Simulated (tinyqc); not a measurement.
Millisecond and nanosecond annealing: surface heating, thermal budget and solid-phase regrowth: one step, computed by the program tinyqc. Command: `OMP_NUM_THREADS=1 python tinyqc.py 3016793 3016794 out.jsonl flash walk`. One thread of a shared host (Intel(R) Xeon(R) Processor @ 2.30GHz), about 0.02 s of CPU time with the checks.

A square pulse heats the surface of a thick wafer with constant thermal properties; losses by radiation are neglected and silicon melts at 1414 C.

Task: Peak temperature. Absorbed flux q = (1 - R) fluence/t_p; kappa = k/c. With f(z, t) = (2 q/k) sqrt(kappa t) ierfc(z/(2 sqrt(kappa t))), ierfc(x) = exp(-x^2)/sqrt(pi) - x erfc(x): T = T0 + f(z, t) during the pulse and T0 + f(z, t) - f(z, t - t_p) after it. At the surface the rise at the end of the pulse is 2 q sqrt(t_p/(pi k c)); the fluence that just melts the surface scales with (1414 - T0).

Inputs (values chosen for the exercise, modelled on hot silicon with boron):

| quantity | value | unit |
|---|---|---|
| incident fluence | 5.99 | J/cm^2 |
| pulse length t_p | 0.0001 | s |
| reflectance R | 0.35 | - |
| thermal conductivity k | 0.23 | W/(cm K) |
| heat capacity per volume c | 2.19 | J/(cm^3 K) |
| preheat temperature T0 | 500 | C |

Source: scanned laser.

Give: absorbed flux q; kappa; thermal length sqrt(kappa t_p); peak temperature; fluence at the melting threshold.

Result:

absorbed flux q = 38935 W/cm^2

kappa = 0.1050 cm^2/s

thermal length sqrt(kappa t_p) = 32.41 um

peak temperature = 1119 C

fluence at the melting threshold = 8.844 J/cm^2
